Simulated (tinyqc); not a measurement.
Inside a calculation. Model: input admittance of a MOSFET at zero drain bias: distributed channel and distributed gate.

Program tinyqc, `OMP_NUM_THREADS=1 python tinyqc.py 2262121 2262122 out.jsonl`; Intel Xeon 2.30GHz, shared host, one thread, about 0.01 s. Printed values are rounded.

Source and drain grounded, strong inversion, w = 2 pi f, Cox = eps0 eox/tox. The channel is an RC line of resistance 1/(mu Cox Vo) per square fed from both ends, so one finger has the intrinsic admittance y = i w Cox L tanh(g)/g per width, g = (1/2) sqrt(i w tau), tau = L^2/(mu Vo). The vertical resistance rv/L is in series with y, the overlaps 2 i w Cov in parallel: y_t = 1/(1/y + rv/L) + 2 i w Cov. The gate strip is a line of Rsh/L per length loaded by y_t, so a finger has Y = y_t Wf tanh(k)/k, k = (Wf/sd) sqrt(y_t Rsh/L); the device has Nf Y.

Parameters, values chosen for the exercise; values of the order met in silicon radio-frequency transistors:
- eox = 3.9 (relative permittivity of the gate insulator (close to silicon dioxide))
- tox = 7.5 nm (insulator thickness)
- L = 0.67 um (channel length)
- Wf = 1.6 um (finger width)
- Nf = 1 (number of fingers)
- mu = 280 cm^2/(V s) (channel mobility)
- Vo = 0.22 V (gate overdrive)
- Rsh = 3.6 ohm/square (sheet resistance of the gate)
- rv = 2.3 ohm um^2 (vertical resistivity of the gate stack)
- sd = 2 (number of ends at which a finger is contacted)
- Cov = 0.17 fF/um (overlap and fringe capacitance on each side)
- f = 6.5 GHz (frequency)

Constants: eps0 = 8.8541878128e-14 F/cm where lengths are in cm. Results are converted to the units shown.

## Low-frequency resistances and capacitance

Low-frequency limits, with c = Cox L and ct = c + 2 Cov: R_strip = Rsh Wf/(3 sd^2 L Nf), R_ch = (c/ct)^2 L/(12 mu Cox Vo Wf Nf), R_vert = (c/ct)^2 rv/(L Wf Nf), C = ct Wf Nf.

parts (ohm): strip 0.716418, channel 998.216, vertical 1.74067
sum = 1000.67 ohm
C = 5.47968 fF
1/(2 pi R C) = 29.0251 GHz

The channel term is the largest, 99.8 % of the sum.

## Admittance of the channel and stack per width

tau, g, c = Cox L, y and y_t as defined.

tau = 72.8734 ps
g = 0.609939+0.609939i
c = 3.08480 fF/um
y = 28.679+117.460i uS/um
y_t = 28.724+131.323i uS/um

w tau = 2.98, and Im y is 0.932 of w c.

## Input impedance of the device

k and Y as defined; Z = 1/(Nf Y) = R + 1/(i w C); Q = |Im Z|/R; signal at the point farthest from a contact |1/cosh k|.

k = 0.0167488+0.0134814i
Nf Y = 0.045988+0.210102i mS
R = 994.168 ohm
C = 5.39090 fF
Q = 4.56863
signal at the far point = 0.999951

R is 0.65 % below its low-frequency limit and C is 1.6 % below its own.
